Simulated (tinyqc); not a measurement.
Size effects in the resistivity of thin metal films and interconnect lines: one step, computed by the program tinyqc. Command: `OMP_NUM_THREADS=1 python tinyqc.py 3001672 3001673 out.jsonl size walk`. One thread of a shared host (Intel(R) Xeon(R) Processor @ 2.30GHz), about 0.01 s of CPU time with the checks.

Electrons lose their drift at surfaces (a share 1 - p of the hits) and at grain boundaries (reflection R), besides bulk scattering. The line sits in a trench with a non-conducting liner on both walls and the bottom; the spacing equals the drawn width.

Problem. Metal cross-section. Metal width w_m = w - 2t, height h_m = (aspect ratio) w - t, grain size D = (ratio) w_m.

Inputs (values chosen for the exercise, modelled on aluminium):
```
quantity                          value  unit
drawn line width w                   48    nm
grain size over metal width        0.73     -
aspect ratio (height over width)    2.1     -
liner thickness t                   1.5    nm
```

Geometry: line.

Give: metal width w_m; metal height h_m; grain size D; share of the trench filled by metal.

Solution.

metal width w_m = 45 nm

metal height h_m = 99.3 nm

grain size D = 32.85 nm

share of the trench filled by metal = 92.35 %
